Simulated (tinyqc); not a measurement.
Lossy interposer transmission line with skin effect: one step of the calculation.

A uniform line in a homogeneous dielectric: c = sqrt(er)/(c0 Z0), l = Z0 sqrt(er)/c0 (c0 = 299792458 m/s), g = w c td, w = 2 pi f. The resistance joins its limits as r = sqrt(r_dc^2 + r_hf^2), with r_dc = rho/(wd th), r_hf = kr rho/(2 delta (wd + th)), delta = sqrt(rho/(pi f mu0)), mu0 = 4 pi 1e-7 H/m; this is an interpolation, and internal inductance, up to 0.05 nH/mm at low frequency, is neglected.

Problem. Line constants. delta, r_dc, r_hf, r, l, c and g as defined.

Parameters, values chosen for the exercise:

| symbol | value | unit | meaning |
|---|---|---|---|
| wd | 2.7 | um | width of the strip |
| th | 2.1 | um | thickness of the strip |
| rho | 1.8 | uohm cm | resistivity |
| er | 3.9 |  | relative permittivity |
| td | 0.01 |  | loss tangent |
| Z0 | 50 | ohm | lossless impedance sqrt(l/c) |
| kr | 1.2 |  | factor for crowding and the return path |
| f | 5.3 | GHz | frequency |

Give: delta; r_dc; r_hf; r; l; c; g.

Solution.

delta = 0.92751 um
r_dc = 3.1746 ohm/mm
r_hf = 2.4259 ohm/mm
r = 3.9954 ohm/mm
l = 0.32937 nH/mm
c = 131.75 pF/m
g = 0.043873 S/m

r is 1.26 times r_dc; the skin depth is 0.442 of the thickness.

Program tinyqc, `OMP_NUM_THREADS=1 python tinyqc.py 2810109 2810110 out.jsonl`; Intel Xeon 2.30GHz, shared host, one thread, about 0.01 s.
